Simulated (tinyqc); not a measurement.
## Off-state leakage of single and stacked transistors: leakage components against the body voltage

n-channel devices of unit width. Subthreshold current I(Vg, Vs, Vd) = I0 (T/300 K)^0.5 exp[(Vg - Vs - VT(T) - gb (Vs - Vb) + dd (Vd - Vs))/(nf Vt)] (1 - exp(-(Vd - Vs)/Vt)), VT(T) = VT - cT (T - 300 K). Gate-edge tunnelling Ig (Vd/1 V) exp(ag (Vd - 1 V)), for a gate at 0 V, and band-to-band leakage Ab u exp(-Bb/u), u = Vd - Vb + 1 V, flow at a drain held at V; both are taken as independent of T. In a stack of off transistors (all gates at 0 V) the same subthreshold current passes through each.

One transistor with Vg = Vs = 0, Vd = V; stack factor I(one)/I(two in series).

Inputs (values chosen for the exercise); values of the order met in bulk silicon logic transistors:
```
symbol,value,unit,meaning
T,358,K,temperature
V,1.2,V,supply voltage
VT,0.35,V,"threshold at 300 K, zero drain and body bias"
cT,0.6,mV/K,fall of the threshold with temperature
I0,0.6,uA/um,current at threshold at 300 K
nf,1.38,,slope factor
dd,0.15,,drain-induced lowering per volt
gb,0.2,,rise of the threshold per volt of source-body bias
Ig,0.0002,uA/um,gate-edge tunnelling current at 1 V
ag,4.9,1/V,exponential slope of the gate current
Ab,2,uA/(um V),prefactor of band-to-band leakage at the drain
Bb,24,V,its exponential voltage
```

Constants: q = 1.602176634e-19 C, kB = 1.380649e-23 J/K, Vt = kB T/q. Results are converted to the units shown.

The same in every row: gate edge (nA/um) = 0.63947; stack factor = 45.763.

Result of one run:
```
Vb (V),subthreshold (nA/um),band-to-band (nA/um),total (nA/um),largest part
-1.2,0.097512,5.8466,6.5835,band-to-band
```

What becomes of these results when the body voltage Vb is changed from -1.2 to -0.4 V, all else the same?

Result of the changed run:
```
Vb (V),subthreshold (nA/um),band-to-band (nA/um),total (nA/um),largest part
-0.4,4.1806,0.50948,5.3296,subthreshold
```

The whole series:
```
Vb (V),subthreshold (nA/um),band-to-band (nA/um),total (nA/um),largest part
0.2,70.046,0.024577,70.710,subthreshold
0,27.374,0.080481,28.094,subthreshold
-0.2,10.698,0.21792,11.555,subthreshold
-0.4,4.1806,0.50948,5.3296,subthreshold
-0.6,1.6338,1.0609,3.3341,subthreshold
-0.8,0.63849,2.0128,3.2907,band-to-band
-1,0.24952,3.5397,4.4287,band-to-band
-1.2,0.097512,5.8466,6.5835,band-to-band
-1.4,0.038108,9.1630,9.8405,band-to-band
```

As Vb goes from 0.2 to -1.4, the total leakage goes from 70.7 through a minimum of 3.29 (at Vb = -0.8 among the rows listed) to 9.84 nA/um. The subthreshold part leads at Vb = 0.2, the band-to-band part from -0.8 on. The exact minimum lies at Vb = -0.702 V: reverse body bias lowers the subthreshold part by a decade every nf Vt ln 10/gb = 0.490 V but raises the band-to-band part. The reduction by a stack of two stays at 45.8, for the subthreshold part alone. For Vb = 0.2 the gate is within about 3 nf Vt of threshold, where the exponential law overstates the current. For Vb = 0.2 the body is forward biased; the junction current, left out, is still small at this voltage.

Numbers from tinyqc (`OMP_NUM_THREADS=1 python tinyqc.py 2242268 2242269 out.jsonl`; about 0.03 s on one thread of a shared Intel Xeon 2.30GHz).
